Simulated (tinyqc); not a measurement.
# Mobility and threshold from two currents

Problem. In the linear region I = mu Cox (W/L) [(Vgs - VT) Vds - m Vds^2/2], Cox = eps0 eox/tox. Find mu and VT.

Values chosen for this exercise:
```
symbol  value  unit                                      meaning
eox      8.97        relative permittivity of the gate insulator
tox        37    nm                          insulator thickness
W          20    um                                   gate width
L           5    um                                  gate length
```

Constants: eps0 = 8.8541878128e-14 F/cm where lengths are in cm. Results are converted to the units shown.

I at Vgs = 1.85 and 2.35 V, Vds = 0.05 V (uA): [9.7352986, 23.043861]
m = 1.3708967

Solution. The slope dI/dVgs is mu Cox (W/L) Vds; the line meets zero current at VT + m Vds/2.

mu = 620 cm^2/(V s)
VT = 1.45 V

Program tinyqc, `OMP_NUM_THREADS=1 python tinyqc.py 2360020 2360021 out.jsonl`; Intel Xeon 2.30GHz, shared host, one thread, about 0.04 s.
